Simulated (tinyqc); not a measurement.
Estimate of lattice thermal conductivity from elastic moduli (Slack, Klemens and Cahill formulas): one step, computed by the program tinyqc.

An isotropic solid.

Task: Grueneisen parameter. gamma = alpha_V B V/(3 k_B), with the classical heat capacity 3 k_B per atom.

Inputs (values chosen for the exercise, for a model crystal): bulk modulus B = 87.3 GPa; volume per atom V = 35.9 angstrom^3; volume expansion coefficient alpha_V = 15.7 ppm/K.

Grueneisen parameter: from thermal expansion.

Constants: k_B = 1.380649e-23 J/K.

Give: Grueneisen parameter gamma.

Result:

Grueneisen parameter gamma = 1.1880
